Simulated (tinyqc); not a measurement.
Worked calculation: CIS and TDHF on RHF in the sto-3g basis, for H3+, spin multiplicity 1. One step of it, computed by the program tinyqc.

Problem. CIS matrix, singlets. A(ia,jb) = (e_a - e_i) d_ij d_ab + 2 (ia|jb) - (ij|ab).

orbital energies (hartree): MO1 -1.006528, MO2 -0.123518, MO3 -0.123293

Two-electron integrals over orbitals (pq|rs), unique and non-zero (hartree):
```
(11|11) 0.545630    (21|11) -0.000038   (21|21) 0.146066    (22|11) 0.534377
(22|21) 0.102480    (22|22) 0.625284    (31|31) 0.146070    (32|31) -0.102461
(32|32) 0.080520    (33|11) 0.534423    (33|21) -0.102493   (33|22) 0.464162
(33|33) 0.625299
```

Give: CIS matrix A, singlet.

Solution.

CIS matrix A, singlet (hartree):
```
       1>2    1>3
1>2  0.641  0.000
1>3  0.000  0.641
```
